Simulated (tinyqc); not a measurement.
Along the channel and with depth: stress in a transistor channel from embedded alloy regions, liners and fins, by half-space elasticity. Computed by tinyqc, a small Python program. Command: `OMP_NUM_THREADS=1 python tinyqc.py 3005518 3005519 out.jsonl stressor walk`. One thread of a shared host (Intel(R) Xeon(R) Processor @ 2.30GHz), about 0.01 s of CPU time with the checks.

Plane strain in an isotropic half-space, the same constants everywhere; x along the channel from its centre, y downwards from the free surface; stress is positive in tension.

Inputs (values chosen for the exercise, modelled on silicon): alloy fraction x = 0.27; lattice change per unit x, beta = 0.0425; Young's modulus E = 170 GPa; Poisson ratio nu = 0.22; channel length L = 118 nm; length of each stressor S = 155 nm; recess depth d = 45 nm; depth of the field point y = 3.2 nm.

Stressor: Si(1-x)Ge(x) source and drain.

Method. Misfit e = beta x. A fully constrained inclusion holds the stress -p with p = E e/(1 - 2 nu); a blanket film would hold -E e/(1 - nu) in the plane. A line element dA of misfit at (a, c) in the half-space gives, with C = E e/(2 pi (1 - nu)), X = x - a, r1^2 = X^2 + (y - c)^2, r2^2 = X^2 + Y^2, Y = y + c: s_xx = -C dA {[X^2 - (y - c)^2]/r1^4 + 3 [X^2 - Y^2]/r2^4 + 4 y Y (Y^2 - 3 X^2)/r2^6}, s_yy = C dA {[X^2 - (y - c)^2]/r1^4 - [X^2 - Y^2]/r2^4 + 4 y Y (Y^2 - 3 X^2)/r2^6}. These are integrated over two rectangles, L/2 < |a| < L/2 + S, 0 < c < d (closed form in a, 200 Gauss-Legendre points in c).

misfit e = 0.011475

Stress (MPa):
```
2x/L  s_xx at y  s_yy at y  s_xx at d/2  s_xx at 1.5 d
0.0     -1348.3    -2.5160      -845.80        -31.820
0.2     -1376.9    -2.5651      -840.57        -27.241
0.4     -1460.4    -2.5466      -823.98        -12.346
0.6     -1582.9    -1.5869      -804.04         19.673
0.8     -1646.8     7.7215      -848.75         88.276
```

What does the comparison show, and why?

Near the surface s_xx changes by +22 % from the centre to 2x/L = 0.8. At the centre, s_xx at half the recess depth is 0.63 of its value at y, and below the recess 0.02. An element acts with the sign of X^2 - (y - c)^2, so its direct term reverses where the offset in depth exceeds the lateral distance, and the image terms that amplify the stress near the surface fade with depth.
